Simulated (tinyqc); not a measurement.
# Inputs raised by 10 %, one at a time

Model: self-heating of a transistor with one or more fingers, with temperature-dependent conductivity. Computed by tinyqc, a small Python program. Command: `OMP_NUM_THREADS=1 python tinyqc.py 3023036 3023037 out.jsonl selfheat sens`. One thread of a shared host (Intel(R) Xeon(R) Processor @ 2.30GHz), about 0.3 s of CPU time with the checks.

N long parallel fingers lie on the top face of a slab whose bottom is held at T_0; the top is otherwise insulated, and heat flows in two dimensions. P in W/mm is 1000 P in W/m.

Inputs (values chosen for the exercise, modelled on gallium nitride):
```
quantity                                      value           unit
conductivity at the base temperature kappa_0    151        W/(m K)
exponent m in kappa ~ T^-m                     1.32              -
base temperature T_0                            358              K
power per gate width P                          1.3           W/mm
fingers N                                         2              -
finger pitch s                                  8.4     micrometre
width of the heat source w                      1.6     micrometre
substrate thickness t                            66     micrometre
heat capacity C                                2.92  1e6 J/(m^3 K)
pulse length                                    1.5    microsecond
power coefficient beta                          1.6         1e-3/K
```

Power: power rises with temperature.

Method:
- A line source of power P on the top face raises the top at distance x by (P/(pi kappa_0)) g(x), g(x) = -ln tanh(pi x/(4 t)) (the image sum for the slab). On a strip of width w the centre sees the mean of g over the strip, g_0 = 1 + ln(8 t/(pi w)) for w much below t.
- theta_i = (P/(pi kappa_0)) [g_0 + sum over j != i of g(|i - j| s)], with equal powers and constant conductivity; thermal resistance = largest theta/P.
- Kirchhoff transformation for kappa = kappa_0 (T/T_0)^-m: T = T_0 [1 - (m - 1) theta/T_0]^(-1/(m - 1)), where theta is the linear rise.
- The bracket vanishes at the power P T_0/((m - 1) theta).
- The power follows P [1 + beta (T - T_0)] with T the peak temperature, for all fingers alike. Start at T_0 and repeat; stop when T changes by less than 1e-6 K, after 50 steps, or when the bracket falls below 0.05.
- After switching on, theta(tau) = (P D/kappa_0) int_0^tau X(u) Z(u) du at the hottest finger, D = kappa_0/C; X = sum over fingers at distance x of [erf((x + w/2)/r) - erf((x - w/2)/r)]/(2 w), Z = sum_(j=-200..200) (-1)^j exp(-(2 j t/r)^2)/sqrt(pi D u), r = 2 sqrt(D u); trapezoid rule on 300 points evenly spaced in ln u from u_0 = 1e-3 min(tau, w^2/D) to tau, plus the exact piece 2 sqrt(u_0/(pi D))/w below u_0. Conductivity and power are held at their base values here, and Fourier's law is used even where the diffusion length is near a phonon free path.

Runs; columns: (1) input moved; (2) from; (3) to; (4) thermal resistance (K mm/W); (5) peak temperature with feedback (K); (6) linear rise after the pulse (K); (7) true rise / linear rise:
```
(1)                                                      (2)    (3)    (4)    (5)     (6)    (7)
base run                                                   -      -  16.78  381.6  11.961  1.042
conductivity at the base temperature kappa_0 (W/(m K))   151  166.1  15.26  379.3  11.088  1.038
exponent m in kappa ~ T^-m                              1.32  1.452  16.78  381.7  11.961  1.046
power per gate width P (W/mm)                            1.3   1.43  16.78  384.2  13.158  1.046
finger pitch s (micrometre)                              8.4   9.24  16.58  381.3  11.757  1.041
width of the heat source w (micrometre)                  1.6   1.76  16.58  381.3  11.701  1.041
power coefficient beta (1e-3/K)                          1.6   1.76  16.78  381.7  11.961  1.042
heat capacity C (1e6 J/(m^3 K))                         2.92  3.212  16.78  381.6  11.728  1.042
```

Exponents ln(y'/y) / ln(x'/x):
```
input                                         thermal resistance  peak temperature with feedback  linear rise after the pulse  true rise / linear rise
conductivity at the base temperature kappa_0              -1.000                          -0.064                       -0.795                   -0.039
exponent m in kappa ~ T^-m                                 0.000                           0.003                        0.000                    0.044
power per gate width P                                     0.000                           0.071                        1.001                    0.043
finger pitch s                                            -0.125                          -0.008                       -0.180                   -0.005
width of the heat source w                                -0.126                          -0.008                       -0.231                   -0.005
power coefficient beta                                     0.000                           0.003                        0.000                    0.000
heat capacity C                                            0.000                           0.000                       -0.206                    0.000
```

Which inputs matter most for each result?

Among the inputs moved here: thermal resistance answers most in size to conductivity at the base temperature kappa_0 (exponent -1.000), next to width of the heat source w (-0.126); its exponent is below 0.0005 for exponent m in kappa ~ T^-m, power per gate width P, power coefficient beta, heat capacity C. Its exponent -1.000 in conductivity at the base temperature kappa_0: the linear problem scales as 1/kappa_0. Its exponent 0.000 in power per gate width P: R is defined for the linear problem. Peak temperature with feedback answers most in size to power per gate width P (exponent +0.071), next to conductivity at the base temperature kappa_0 (-0.064); its exponent is below 0.0005 for heat capacity C. linear rise after the pulse answers most in size to power per gate width P (exponent +1.001), next to conductivity at the base temperature kappa_0 (-0.795); its exponent is below 0.0005 for exponent m in kappa ~ T^-m, power coefficient beta. True rise / linear rise answers most in size to exponent m in kappa ~ T^-m (exponent +0.044), next to power per gate width P (+0.043); its exponent is below 0.0005 for power coefficient beta, heat capacity C.
